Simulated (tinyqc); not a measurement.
One-dimensional ballistic tunnel FET, two-band WKB: two steps of the calculation.

A p-type source for x < 0 with its Fermi level at 0 and its valence edge at ds; in the channel the bands fall as D exp(-x/lam) towards their flat values, with the conduction edge at Ec = ds - dP and D = dP + Eg. The gate moves dP one to one. The drain Fermi level lies at -Vd and the drain side reflects nothing. For w = E - Ec between 0 and dP an electron crosses the gap. Two-band dispersion with equal masses m: inside the gap kappa = sqrt(m u (1 - u/Eg)/C), u the distance from a band edge, C = hbar^2/(2 m0).

Inputs (values chosen for the exercise); band and dielectric values close to those of indium arsenide:
- T = 77 K (temperature)
- Eg = 0.347 eV (band gap)
- m = 0.025 m0 (band-edge mass of the two-band model)
- lam = 5.1 nm (screening length of the source junction)
- ds = 0.15 eV (source valence edge above the source Fermi level)
- Vd = 0.5 V (drain bias)
- g = 1 (number of degenerate subbands (spin apart))
- dP = 0.26 eV (tunnelling window Ev(source) - Ec(channel))
- w0 = 0.2 eV (energy above the channel conduction edge)
- nE = 11 (points of the energy grid)

Constants: q = 1.602176634e-19 C, kB = 1.380649e-23 J/K, hbar = 1.054571817e-34 J s, h = 6.62607015e-34 J s, m0 = 9.1093837015e-31 kg, Vt = kB T/q, hbar^2/(2 m0) = 0.0380998212 eV nm^2. Results are converted to the units shown.

Question 1. The exponent in closed form. S(w) = 2 lam int_0^Eg kappa(u) du/(w + Eg - u) = 2 pi lam sqrt(m/(C Eg)) [w + Eg/2 - sqrt(w (w + Eg))], T(w) = exp(-S). The common triangular estimate is S = (4/3) lam sqrt(m/C) Eg^1.5/(dP + Eg) for all w.

Give: S(w0); T(w0); triangular S.

Answer 1.

S(w0) = 1.883
T(w0) = 0.1521
triangular S = 1.855

Question 2. Current on a coarse grid. I = g (2 q^2/h) int_0^dP T(w) [f(E) - f(E + Vd)] dw, E = ds - dP + w, f(x) = 1/(1 + exp(x/Vt)). Simpson's rule on nE equally spaced points.

Give: w; T(w); difference of the f; I.

Answer 2.

| point | w (eV) | T(w) | difference of the f |
|---|---|---|---|
| 0 | 0.0000 | 4.783e-4 | 1.000 |
| 1 | 0.0260 | 0.01166 | 1.000 |
| 2 | 0.0520 | 0.02761 | 0.9998 |
| 3 | 0.0780 | 0.04692 | 0.9920 |
| 4 | 0.1040 | 0.06824 | 0.7118 |
| 5 | 0.1300 | 0.09065 | 0.04679 |
| 6 | 0.1560 | 0.1135 | 9.745e-4 |
| 7 | 0.1820 | 0.1364 | 1.939e-5 |
| 8 | 0.2080 | 0.1590 | 3.852e-7 |
| 9 | 0.2340 | 0.1811 | 7.656e-9 |
| 10 | 0.2600 | 0.2026 | 1.521e-10 |

I = 0.2705 uA

Range of the model: Where S is below about 2 the WKB prefactor of 1 is a rough guess.

Program tinyqc, `OMP_NUM_THREADS=1 python tinyqc.py 2620049 2620050 out.jsonl`; Intel Xeon 2.30GHz, shared host, one thread, about 0.01 s.
